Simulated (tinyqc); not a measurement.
From I_sub/I_D back to ionisation field B_i: lateral field, substrate current, probability of reaching the oxide barrier and hot-carrier lifetime of a silicon transistor (pseudo-two-dimensional and lucky-electron models). Computed by tinyqc, a small Python program. Command: `OMP_NUM_THREADS=1 python tinyqc.py 3016575 3016576 out.jsonl hotcar inv`. One thread of a shared host (Intel(R) Xeon(R) Processor @ 2.30GHz), about 0.02 s of CPU time with the checks.

Local-field models: a lucky carrier gains its energy at the peak field over a path free of collisions. Voltages are magnitudes.

Inputs (values chosen for the exercise, modelled on a silicon n-channel): channel length L = 480 nm; oxide thickness t = 11 nm; junction depth x_j = 110 nm; mobility mu = 410 cm^2/(V s); saturation velocity v_s = 0.91 1e7 cm/s; threshold voltage V_T = 0.58 V; gate voltage V_G = 3.2 V; drain voltage V_D = 5 V; ionisation prefactor A_i = 1.8e+06 1/cm; hot-carrier mean free path lambda = 8.2 nm; oxide barrier phi_b = 3.1 eV; interface-trap threshold phi_it = 3.6 eV; lifetime constant H = 400 s microampere/micrometre; length of the depleted extension L_n = 42 nm.

Drain: lightly doped extension.

Constants: eps_0 = 8.8541878128e-12 F/m.

Method:
- C_ox = 3.9 eps_0/t; F_sat = 2 v_s/mu; V_Dsat = V_ov F_sat L/(V_ov + F_sat L), V_ov = V_G - V_T; I_D/W = C_ox v_s (V_ov - V_Dsat).
- Scale length l = 0.22 t^(1/3) x_j^(1/2) (all in cm); F_m = sqrt(((V_D - V_Dsat)/l_e)^2 + F_sat^2), with l_e = l + L_n; length of the velocity-saturated region l_e ln((V_D - V_Dsat)/(l_e F_sat) + F_m/F_sat).
- Substrate current I_sub/I_D = (A_i/B_i)(V_D - V_Dsat) exp(-B_i/F_m); probability of reaching the oxide barrier exp(-phi_b/(e lambda F_m)); lifetime tau = (H/(I_D/W)) exp(phi_it/(e lambda F_m)).

Problem. A run gave the result below. Find the ionisation field B_i, known to lie between 0.84 and 2.2 MV/cm.

I_sub/I_D = 0.02821295

Solution.

Each step takes the trial c = (a f_b - b f_a)/(f_b - f_a), f being the result less the target and a, b, c the logarithms of the listed values; c replaces end b, the old b replaces a if the sign of f changed, and otherwise f_a is halved.

Scan of the range:
```
ionisation field B_i (MV/cm)  I_sub/I_D
0.840                          0.638082
0.986                          0.348794
1.160                          0.174711
1.360                          0.081144
1.600                          0.033258
1.870                          0.012525
2.200                          0.003905
```

False position (Illinois rule, in the logarithm of the input) inside the bracket:
```
step    end a    end b    trial  I_sub/I_D
1     1.60000  1.87000  1.66187  0.0265303
2     1.60000  1.66187  1.63683  0.0290663
3     1.66187  1.63683  1.64522  0.0281906
4     1.63683  1.64522  1.64500  0.0282127
5     1.63683  1.64500  1.64500  0.0282132
6     1.64500  1.64500  1.64500  0.0282129
```

I_sub/I_D falls at every point of a 13-point scan of the range (every second point is shown), so one value fits; it is bracketed by 1.60 and 1.87. Answer: ionisation field B_i = 1.645 MV/cm.
